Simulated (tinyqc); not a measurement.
Inside a calculation. Method: plane-wave Kohn-Sham cycle with exchange-only LDA in a layered model solid. One step of it, computed by the program tinyqc.

Task: Iteration 1: Hamiltonian at one k. H(m,m') = (k + G_m)^2/2 delta + V(G_m - G_m'), with V(-G) = V(G).

A solid whose potential varies along x alone (atomic units):
```
parameter                      value
period a                    9.700000
cross-section of the cell  37.000000
electrons per cell                 2
grid points                       16
plane waves -n..n, n               2
k points                           1
V1 in V1 cos(2 pi x/a)     -0.560000
```

V(G_m), m = 0, 1, 2, ... (hartree): -0.174586  -0.280000  0.000000  0.000000  0.000000

k = 0.000000 2 pi / a

Give: H.

Result:

H (hartree), lower triangle:
```
         -2       -1       +0       +1      +2
-2   0.6646
-1  -0.2800   0.0352
+0   0.0000  -0.2800  -0.1746
+1   0.0000   0.0000  -0.2800   0.0352
+2   0.0000   0.0000   0.0000  -0.2800  0.6646
```
